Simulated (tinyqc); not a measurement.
## Inductance and parasitic capacitance from two readings

Question. A loss-free coil L in parallel with C shows the apparent inductance L/(1 - w^2 L C), w = 2 pi f. Find L, C and the self-resonance 1/(2 pi sqrt(L C)).

apparent inductance at 4.8 and 9.7 GHz (nH): [1.7369905, 3.3873705]

Answer. The inverse of the reading is 1/L - w^2 C, a straight line in w^2.

L = 1.50 nH
C = 100 fF
self-resonance = 13.0 GHz

Program tinyqc, `OMP_NUM_THREADS=1 python tinyqc.py 2302076 2302077 out.jsonl`; Intel Xeon 2.30GHz, shared host, one thread, about 0.01 s.
